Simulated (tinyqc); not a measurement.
# p-n diode with diffusion and depletion-layer recombination: effects of single changes

Abrupt junction in the depletion approximation, low injection, full ionisation, neutral widths fixed, ohmic contact on the p side. Vj is the junction voltage; where a series resistance Rs is given, V = Vj + J Rs is the terminal voltage.

Parameters, values chosen for the exercise; band and dielectric values those of a made-up semiconductor:
- T = 293 K (temperature)
- Eg = 0.892 eV (band gap)
- eps_r = 15.5 (relative permittivity)
- Nc = 2.23e17 cm^-3 (conduction-band density of states at T)
- Nv = 9.1e18 cm^-3 (valence-band density of states at T)
- Na = 2e18 cm^-3 (acceptor density)
- Nd = 4.6e15 cm^-3 (donor density)
- mun = 1100 cm^2/(V s) (electron mobility in the p side)
- mup = 270 cm^2/(V s) (hole mobility in the n side)
- tn = 1e-7 s (electron lifetime)
- tp = 3e-9 s (hole lifetime)
- wp = 11 um (neutral width of the p side)
- wn = 0.63 um (neutral width of the n side)
- Sp = 1e7 cm/s (recombination velocity at the n contact)
- Rs = 0.00076 ohm cm^2 (series resistance)
- Et = -0.18 eV (trap level above the intrinsic level)
- Vj = 0.36 V (junction voltage at which recombination is evaluated)

Constants: q = 1.602176634e-19 C, kB = 1.380649e-23 J/K, Vt = kB T/q, eps0 = 8.8541878128e-14 F/cm where lengths are in cm. Results are converted to the units shown.

Each table varies one quantity; the others keep the values above.

## Currents and ideality against junction voltage

ni = sqrt(Nc Nv) exp(-Eg/(2 Vt)), Eg in volts; D = mu Vt; Ln = sqrt(Dn tn), Lp = sqrt(Dp tp); J0n = q ni^2 Dn coth(wp/Ln)/(Ln Na); J0p = (q ni^2 Dp/(Lp Nd)) (s + tanh(wn/Lp))/(1 + s tanh(wn/Lp)), s = Sp Lp/Dp. J_diff = (J0n + J0p)(exp(Vj/Vt) - 1). Vbi = Vt ln(Na Nd/ni^2), W = sqrt(2 eps0 eps_r (Vbi - Vj)(1/Na + 1/Nd)/q), xp = W Nd/(Na + Nd), xn = W Na/(Na + Nd); u(x) = q Na (x + xp)^2/(2 eps0 eps_r) for x < 0 and Vbi - Vj - q Nd (xn - x)^2/(2 eps0 eps_r) for x > 0; p = Na exp(-u/Vt), n = Nd exp((u - Vbi + Vj)/Vt); U = ni^2 (exp(Vj/Vt) - 1)/(tp (n + ni exp(Et/Vt)) + tn (p + ni exp(-Et/Vt))); J_scr = q times the integral of U from -xp to xn. J = J_diff + J_scr. Ideality = (1/Vt) dVj/d ln J or (1/Vt) dV/d ln J; last column ni^2 exp(Vj/Vt)/N^2.

Result of one run:
columns A: Vj (V); B: J_diff (A/cm^2); C: J_scr (A/cm^2); D: J (A/cm^2); E: V (V); F: ideality against Vj; G: ideality against V; H: minority/doping, lighter side
```
A            B         C         D       E      F      G         H
0.28  2.398e-4  4.407e-5  2.838e-4  0.2800  1.016  1.016  2.851e-6
```

What becomes of these results when the junction voltage at which recombination is evaluated Vj is changed from 0.28 to 0.42 V, all else the same?

Result of the changed run:
columns A: Vj (V); B: J_diff (A/cm^2); C: J_scr (A/cm^2); D: J (A/cm^2); E: V (V); F: ideality against Vj; G: ideality against V; H: minority/doping, lighter side
```
A           B         C        D       E      F      G         H
0.42  0.06136  0.004394  0.06576  0.4200  1.018  1.020  7.297e-4
```

The whole series:
columns A: Vj (V); B: J_diff (A/cm^2); C: J_scr (A/cm^2); D: J (A/cm^2); E: V (V); F: ideality against Vj; G: ideality against V; H: minority/doping, lighter side
```
A            B         C         D       E      F      G         H
0.19  6.785e-6  1.652e-6  8.437e-6  0.1900  1.012  1.012  8.072e-8
0.24  4.918e-5  1.041e-5  5.959e-5  0.2400  1.014  1.014  5.848e-7
0.28  2.398e-4  4.407e-5  2.838e-4  0.2800  1.016  1.016  2.851e-6
0.33  0.001737  2.526e-4  0.001990  0.3300  1.018  1.018  2.066e-5
0.38   0.01259  0.001309   0.01389  0.3800  1.019  1.020  1.497e-4
0.42   0.06136  0.004394   0.06576  0.4200  1.018  1.020  7.297e-4
0.47    0.4446   0.01649    0.4610  0.4704  1.015  1.029  0.005287
0.52     3.221   0.04135     3.262  0.5225  1.009  1.107   0.03830
0.56     15.70   0.05655     15.76  0.5720  1.003  1.478    0.1867
```

The ideality against Vj goes from 1.01 through a maximum of 1.02 (at Vj = 0.38 V among the rows listed) to 1.00. Diffusion is the larger current in every row. J_scr alone has an ideality of 1.08 between the first two rows and 5.06 between the last two. From Vj = 0.56 V the series resistance raises the terminal ideality by over a tenth; there J Rs = 0.47 Vt. Rows from Vj = 0.56 V on lie beyond low injection.

## Effect of the donor density

Same model as above.

J = J_diff + J_scr.

The same in every row: J0n (A/cm^2) = 2.127e-12; wn/Lp = 0.4405.

Effect of the donor density:
```
Nd (cm^-3)  J0p (A/cm^2)  J_diff (A/cm^2)  J_scr (A/cm^2)  J_scr/J (%)
1e15            1.683e-8          0.02621        0.001679        6.020
1.9e15          8.859e-9          0.01379        0.001183        7.897
3.5e15          4.809e-9         0.007490        8.175e-4        9.840
6.7e15          2.512e-9         0.003914        5.410e-4        12.14
1.3e16          1.295e-9         0.002019        3.530e-4        14.88
2.4e16         7.014e-10         0.001095        2.388e-4        17.90
4.5e16         3.741e-10         5.856e-4        1.612e-4        21.59
```

Read the table: what changes, and by how much?

As Nd goes from 1e15 to 4.5e16, J0p falls from 1.68e-8 to 3.74e-10 A/cm^2, J_scr falls from 0.00168 to 1.61e-4 A/cm^2 and its share rises from 6.02 to 21.6 %. J0p goes as Nd^(-1.00) at the start and Nd^(-1.00) at the end.

Numbers from tinyqc (`OMP_NUM_THREADS=1 python tinyqc.py 2260048 2260049 out.jsonl`; about 0.01 s on one thread of a shared Intel Xeon 2.30GHz).
